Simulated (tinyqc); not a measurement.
Strained alloy layer of InP and GaP on (001) GaAs, model-solid band line-up: gaps, strain and offsets against composition.

The layer is x parts of the first compound and 1 - x of the second, grown coherently on the third as substrate and barrier. Rows of the table: lattice constant a, average valence level Ea on an absolute scale, spin-orbit splitting so, gaps at Gamma, X and L, hydrostatic deformation potentials av and ac (Gamma), shear potential b, elastic constants, electron and heavy-hole (along z) masses. All are interpolated linearly in x; gaps get -C x (1 - x), taken wholly in the conduction band; real line-ups can differ from this model by 0.1 eV or more.

In-plane strain e = (a_substrate - a)/a, e_z = -2 (c12/c11) e, volume change 2 e + e_z. With v = 2 e + e_z and d = 2 b (e_z - e): Eav = Ea + av v; E_hh = Eav + so/3 - d/2; E_lh = Eav - so/6 + d/4 + sqrt(so^2 + so d + 9 d^2/4)/2; E_c = Ea + so/3 + EG + ac v (Gamma). Substrate: E_v = Ea + so/3, E_c = E_v + EG. Well depths: dEc = E_c(substrate) - E_c, dEhh = E_hh - E_v(substrate), dElh likewise; strained Gamma gap E_c - max(E_hh, E_lh); positive values confine carriers in the layer. Matthews-Blakeslee for 60-degree dislocations in a single layer: hc = k (ln(hc/bv) + 1), k = bv (1 - nu/4)/(4 pi |e| (1 + nu)), nu = c12/(c11 + c12), bv = a/sqrt(2); the larger root. The valence offset is the larger of dEhh and dElh; a dash marks |e| under 0.02 % or no root.

Values chosen for this exercise: bowing of the Gamma gap CG = 0.65 eV; bowing of the X gap CX = 0.2 eV; bowing of the L gap CL = 1.03 eV.

Binary compounds, values chosen for the exercise:
```
              close to InP  close to GaP  close to GaAs
a (angstrom)         5.869         5.451          5.653
Ea (eV)              -7.04          -7.4          -6.92
so (eV)              0.111        0.0809          0.337
EG (eV)               1.33          2.74           1.44
EX (eV)                2.2          2.23           1.92
EL (eV)               1.91          2.59           1.72
av (eV)               1.27          1.71           1.17
ac (eV)              -5.04         -7.18          -7.09
b (eV)               -1.71         -1.81          -1.72
c11 (GPa)              102           141            120
c12 (GPa)             56.1          62.3           53.5
me (m0)             0.0799          0.13         0.0675
mh (m0)              0.524         0.331          0.351
```

Result of one run:
columns A: e (%); B: relaxed Gamma gap (eV); C: lower of X and L gaps (eV); D: strained Gamma gap (eV); E: E_hh - E_lh (meV); F: dEc (eV); G: valence offset (eV); H: hc (nm)
```
A           B      C      D       E        F        G     H
0.7694  2.051  2.089  1.950  -64.06  -0.1349  -0.3748  12.8
```

Which fraction of the first compound in the layer x gave this result: 0.31, 0.38, 0.56 or 0.62?

x = 0.38.

The whole series:
columns A: x; B: e (%); C: relaxed Gamma gap (eV); D: lower of X and L gaps (eV); E: strained Gamma gap (eV); F: E_hh - E_lh (meV); G: dEc (eV); H: valence offset (eV); I: hc (nm)
```
A           B      C      D      E       F         G        H     I
0.25    1.755  2.266  2.185  2.011  -159.5   -0.2275  -0.3436  4.20
0.31    1.298  2.164  2.159  1.983  -114.4   -0.1833  -0.3592  6.39
0.38   0.7694  2.051  2.089  1.950  -64.06   -0.1349  -0.3748  12.8
0.44   0.3209  1.959  2.037  1.920  -24.53  -0.09611  -0.3841  38.1
0.5   -0.1237  1.873  1.992  1.878   8.194  -0.05990  -0.3779   119
0.56  -0.5643  1.790  1.955  1.813   30.44  -0.02627  -0.3468  19.0
0.62   -1.001  1.713  1.926  1.751   43.19  0.004740  -0.3153  9.07
0.69   -1.506  1.628  1.900  1.680   51.49   0.03757  -0.2780  5.22
0.75   -1.934  1.561  1.887  1.623   55.99   0.06281  -0.2455  3.66
```

The relaxed Gamma gap falls from 2.27 to 1.56 eV and the strained one falls from 2.01 to 1.62 eV. The lattice matches the substrate at x = 0.483; the heavy hole is on top where the layer is compressed (e < 0) and the light hole where it is stretched. The relaxed alloy turns direct at x = 0.318. dEc rises from -0.227 to 0.0628 eV and the valence offset goes from -0.344 through a minimum of -0.384 (at x = 0.44 among the rows listed) to -0.246 eV. At the largest strain listed, -1.93 %, strain changes the gap by 62.1 meV. For x = 0.25, 0.31 the lowest conduction valley of the relaxed alloy is X or L, so the gap and dEc listed hold for Gamma only.

Numbers from tinyqc (`OMP_NUM_THREADS=1 python tinyqc.py 2690155 2690156 out.jsonl`; about 0.01 s on one thread of a shared Intel Xeon 2.30GHz).
